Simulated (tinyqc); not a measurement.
# Programming of a floating-gate cell by Fowler-Nordheim tunnelling: effect of the coupling ratio

Per tunnel area the floating gate has Ctun = 3.9 eps0/tox to the channel (0 V) and Ccg to the control gate, Ct = Ctun/(1 - ag), no other coupling. With the threshold shift U = -Q/Ccg the field is F = ag (Vg - U)/tox, and dU/dt = J/Ccg. Fowler-Nordheim: J = A F^2 exp(-B/F), A = q^2/(16 pi^2 hbar mo phi) (times 1e14 for A/cm^2 with F in V/nm, emitter mass m0), B = (4/3) sqrt(mo/C) phi^1.5, C = hbar^2/(2 m0).

After 0.0005 s. Exact: exp(B/F(t)) = exp(B/F(0)) + K t, K = A B ag/(Ccg tox), and U = Vg - tox F/ag.

Inputs (values chosen for the exercise); oxide values close to those of silicon dioxide:
- phi = 3.08 eV (tunnel barrier)
- mo = 0.41 m0 (tunnelling mass)
- tox = 8.5 nm (tunnel oxide thickness)
- Vt0 = -0.1 V (threshold shift at the start)
- Vg = 16.4 V (control-gate voltage)

Constants: q = 1.602176634e-19 C, hbar = 1.054571817e-34 J s, m0 = 9.1093837015e-31 kg, eps0 = 8.8541878128e-14 F/cm where lengths are in cm, hbar^2/(2 m0) = 0.0380998212 eV nm^2. Results are converted to the units shown.

Effect of the coupling ratio:
```
ag    F(0) (V/nm)  F (V/nm)  J (A/cm^2)      U (V)
0.42      0.81529   0.81361   1.9381e-5  -0.065994
0.47      0.91235   0.88492   2.3834e-4    0.39621
0.52       1.0094   0.90599   4.6506e-4     1.5906
0.57       1.1065   0.91196   5.5905e-4     2.8006
0.63       1.2229   0.91760   6.6367e-4     4.0197
0.68       1.3200   0.92284   7.7706e-4     4.8645
0.73       1.4171   0.92901   9.3359e-4     5.5828
0.78       1.5141   0.93655   0.0011645     6.1940
```

Read the table: what changes, and by how much?

The starting field rises from 0.815 to 1.51 V/nm and U rises from -0.0660 to 6.19 V. Between the last two rows 0.01 of coupling is worth 122 mV. In 4 of the 8 rows the starting field exceeds 12 MV/cm, where the oxide would wear out or break down quickly.

Range of the model: Programming fields of 10 MV/cm and more wear the oxide; trapping and the channel potential are ignored.

Numbers from tinyqc (`OMP_NUM_THREADS=1 python tinyqc.py 2130008 2130009 out.jsonl`; about 0.01 s on one thread of a shared Intel Xeon 2.30GHz).
